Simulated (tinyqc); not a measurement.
Relaxation at fixed composition: composition and strain of an epitaxial Si(1-x)Ge(x) layer from Raman and X-ray peaks. Computed by tinyqc, a small Python program. Command: `OMP_NUM_THREADS=1 python tinyqc.py 3010097 3010098 out.jsonl epiraman walk`. One thread of a shared host (Intel(R) Xeon(R) Processor @ 2.30GHz), about 0.01 s of CPU time with the checks.

A (001) layer, biaxially strained in the plane. The Raman peaks follow empirical lines omega = w0 + c1 x + c3 x^3 + b eps (c3 for Si-Ge alone), with eps the in-plane strain.

Inputs (values chosen for the exercise, modelled on silicon-germanium):

| quantity | value | unit |
|---|---|---|
| Ge fraction x | 0.66 | - |
| lattice constant of Si | 5.431 | angstrom |
| lattice constant of Ge | 5.658 | angstrom |
| bowing B | 0.025 | angstrom |
| 2 C12/C11 of Si | 0.776 | - |
| 2 C12/C11 of Ge | 0.747 | - |
| Si-Si: w0 | 521 | 1/cm |
| Si-Si: c1 | -68.6 | 1/cm |
| Si-Si: strain coefficient b | -765 | 1/cm |
| Ge-Ge: w0 | 280.5 | 1/cm |
| Ge-Ge: c1 | 20.3 | 1/cm |
| Ge-Ge: strain coefficient b | -445 | 1/cm |
| X-ray wavelength | 1.540598 | angstrom |

Substrate: silicon.

Method:
- Relaxed lattice constant a(x) = a_Si + (a_Ge - a_Si) x - B x (1 - x).
- In-plane constant a_par = a_sub + R (a(x) - a_sub); eps = a_par/a(x) - 1; eps_perp = -(2 C12/C11) eps with 2 C12/C11 linear in x; a_perp = a(x) (1 + eps_perp).
- (004) Bragg angle theta = arcsin(2 lambda/a), with a = a_perp for the layer and a_sub for the substrate; separation = layer less substrate. The apparent x is the one that a fully strained layer (R = 0) would need to give the same a_perp.

Signatures:

| R | eps (per mille) | Si-Si (1/cm) | Ge-Ge (1/cm) | a_perp (angstrom) | (004) separation (arcsec) | apparent x if R = 0 is assumed |
|---|---|---|---|---|---|---|
| 0.00 | -25.866 | 495.51 | 305.41 | 5.6844 | -6269.1 | 0.66000 |
| 0.15 | -21.986 | 492.54 | 303.68 | 5.6680 | -5884.5 | 0.61979 |
| 0.30 | -18.106 | 489.58 | 301.96 | 5.6516 | -5497.3 | 0.57929 |
| 0.50 | -12.933 | 485.62 | 299.65 | 5.6298 | -4976.7 | 0.52480 |
| 0.70 | -7.760 | 481.66 | 297.35 | 5.6080 | -4451.2 | 0.46975 |
| 0.85 | -3.880 | 478.69 | 295.62 | 5.5916 | -4053.8 | 0.42808 |
| 1.00 | 0.000 | 475.72 | 293.90 | 5.5752 | -3653.6 | 0.38608 |

Full relaxation moves the Si-Si peak by -19.79 per cm and shrinks the X-ray separation to 58 % of its strained value, about 1/(1 + 2 C12/C11). A symmetric reflection alone cannot part x from R: a relaxed layer read as strained gives x = 0.386 in place of 0.66. An asymmetric reflection or a second peak is needed.

Extremes, crossings and ranges named in words are read from the listed rows.
